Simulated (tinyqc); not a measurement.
What moves the count of states: density of states of one tight-binding band on the simple cubic lattice.

E(k) = -2 t (c1 + c2 + c3) - 4 t2 (c1 c2 + c2 c3 + c3 c1) with ci = cos(2 pi ki); k in fractions of the reciprocal vectors, mesh k_i = j/N with j = 0 .. N-1. Densities are per cell and per spin, so the band holds one state.

Each cube of the mesh, corners numbered 0 to 7 as the binary number (i j l), is cut into six tetrahedra around the diagonal 0-7: 0137, 0157, 0237, 0267, 0457, 0467. For corner energies e1 <= e2 <= e3 <= e4 and eij = ei - ej, the share of the tetrahedron below E is n = (E - e1)^3/(e21 e31 e41) for e1 < E < e2; n = [e21^2 + 3 e21 x + 3 x^2 - (e31 + e42) x^3/(e32 e42)]/(e31 e41) with x = E - e2 for e2 < E < e3; n = 1 - (e4 - E)^3/(e41 e42 e43) for e3 < E < e4; its density of states is g = dn/dE.

Gaussian broadening: g(E) = mean over the mesh of exp(-(E - E_k)^2/(2 sigma^2))/(sigma sqrt(2 pi)), n(E) = mean of erfc((E_k - E)/(sigma sqrt 2))/2.

Values chosen for the exercise:
```
symbol  value  unit  meaning
t       1.7    eV    nearest hopping
t2      0.33   eV    second hopping
E       2.91   eV    energy at which the density is wanted
sigma   0.85   eV    Gaussian width
```

Linear method and Gaussian sum with N = 14.

Results for these values:
```
case,n linear,g linear (1/eV),n Gaussian,g Gaussian (1/eV)
base,0.6977,0.1007,0.6951,0.1004
```

What happens to each result for t2 = 0.415 eV, all else kept?

Answer: n linear falls from 0.6977 to 0.6836; g linear rises from 0.1007 to 0.1068; n Gaussian falls from 0.6951 to 0.6828; g Gaussian rises from 0.1004 to 0.1075.

The same for each parameter in turn:
```
case,n linear,g linear (1/eV),n Gaussian,g Gaussian (1/eV)
base,0.6977,0.1007,0.6951,0.1004
t = 1.87 eV,0.6765,0.0889,0.6735,0.0878
E = 3.08 eV,0.7149,0.1016,0.7123,0.1017
sigma = 1.7 eV,0.6977,0.1007,0.6983,0.0936
t2 = 0.415 eV,0.6836,0.1068,0.6828,0.1075
```

(tinyqc, `OMP_NUM_THREADS=1 python tinyqc.py 1652584 1652585 out.jsonl`, Intel(R) Xeon(R) Processor @ 2.30GHz, 1 thread, shared host, about 0.2 s.)
